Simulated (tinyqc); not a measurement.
Inside a calculation. Method: harmonic frequencies on the RHF/6-311g surface (energies and gradients from PySCF), for H2, spin multiplicity 1. Computed by tinyqc, a small Python program that keeps every step (integrals from PySCF). Settings: charge = 0, multiplicity = 1, basis = 6-311g, delta = 0.002. Command: `OMP_NUM_THREADS=1 python tinyqc.py 21165 21166 out.jsonl` (the two numbers bound the seeds that draw the settings). One thread of a shared host (Intel(R) Xeon(R) Processor @ 2.60GHz), about 0.7 s of CPU time with the checks.

## One row of the Hessian: 2Hz

optimised positions (bohr):
```
           x         y         z
1H  0.000000  0.000000  0.012671
2H  0.000000  0.000000  1.395175
```

gradient at +delta (hartree/bohr):
```
             x           y            z
1H  0.00000000  0.00000000  -0.00079845
2H  0.00000000  0.00000000   0.00079845
```

gradient at -delta (hartree/bohr):
```
             x           y            z
1H  0.00000000  0.00000000   0.00080098
2H  0.00000000  0.00000000  -0.00080098
```

Displace 2Hz by +/-0.002 bohr; H(k, :) = (g(+) - g(-)) / (2 delta).

row of the Hessian (hartree/bohr^2): 1Hx 0.00000000, 1Hy 0.00000000, 1Hz -0.39985574, 2Hx 0.00000000, 2Hy 0.00000000, 2Hz 0.39985574

## Hessian by finite differences

All rows are made in the same way, and the matrix is symmetrised.

Hessian (symmetrised) (hartree/bohr^2), lower triangle:
```
             1Hx          1Hy          1Hz         2Hx         2Hy         2Hz
1Hx   0.00000147
1Hy   0.00000000   0.00000147
1Hz   0.00000000   0.00000000   0.39985574
2Hx  -0.00000147   0.00000000   0.00000000  0.00000147
2Hy   0.00000000  -0.00000147   0.00000000  0.00000000  0.00000147
2Hz   0.00000000   0.00000000  -0.39985574  0.00000000  0.00000000  0.39985574
```

## Normal modes

masses (u): 1H 1.007825, 2H 1.007825

Diagonalise H_ij / sqrt(m_i m_j); the 5 smallest eigenvalues belong to translations and rotations; wavenumber = sqrt(eigenvalue / 1822.888) x 219474.63; each mode has its largest component positive (the first on a tie); zero-point energy = sum of wavenumbers / 2, with 349.755 1/cm per kcal/mol.

eigenvalues of the mass-weighted Hessian (hartree/(bohr^2 u)): 0.000000  0.000000  0.000000  0.000003  0.000003  0.793502

harmonic wavenumbers of the vibrations (1/cm): 4579.1

mass-weighted modes:
```
        mode 1
1Hx   0.000000
1Hy   0.000000
1Hz   0.707107
2Hx   0.000000
2Hy   0.000000
2Hz  -0.707107
```

zero-point energy = 6.546126 kcal/mol
